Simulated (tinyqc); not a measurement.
Nanowire ballistic transistor, top-of-the-barrier model: one step of the calculation.

At the top of the source barrier, states moving towards the drain are filled by the source (Fermi level 0) and states moving back by the drain (Fermi level -q Vd); nothing scatters. U is the shift of the band edge there, set by the capacitances CG, CD and CS (the total) and by the charge. Parabolic one-dimensional subband; the source is grounded.

Problem. Density of states, capacitances and charge at zero bias. N0 = gv sqrt(2 m kB T/pi)/hbar, CG = 2 pi eps0 eox/ln(1 + 2 tox/d), CS = CG/aG, n0 = n at U = 0 and Vd = 0. eta1 = -(E0 + U)/Vt, eta2 = eta1 - Vd/Vt, n = (N0/2)[F_(-1/2)(eta1) + F_(-1/2)(eta2)], F_(-1/2)(x) = (1/sqrt(pi)) int_0^infinity u^(-1/2)/(1 + exp(u - x)) du. UL = -(aG Vg + aD Vd).

Values chosen for this exercise; mass and valleys close to those of gallium nitride: temperature T = 300 K; effective mass m = 0.21 m0; valley degeneracy gv = 1; relative permittivity of the gate insulator eox = 7.5; insulator thickness tox = 1.7 nm; wire diameter d = 3 nm; gate control CG/CS aG = 0.79; drain control CD/CS aD = 0.02; band edge at the barrier top above the source Fermi level at zero bias E0 = 0.28 eV; gate voltage Vg = 0.31 V; drain voltage Vd = 0.05 V.

Constants: q = 1.602176634e-19 C, kB = 1.380649e-23 J/K, hbar = 1.054571817e-34 J s, m0 = 9.1093837015e-31 kg, Vt = kB T/q, eps0 = 8.8541878128e-14 F/cm where lengths are in cm. Results are converted to the units shown.

Wanted: N0; CG; CS; n0; UL.

Solution.

N0 = 2.130e6 cm^-1
CG = 5.507 pF/cm
CS = 6.971 pF/cm
n0 = 42.12 cm^-1
UL = -0.2459 eV

Numbers from tinyqc (`OMP_NUM_THREADS=1 python tinyqc.py 2400136 2400137 out.jsonl`; about 0.05 s on one thread of a shared Intel Xeon 2.30GHz).
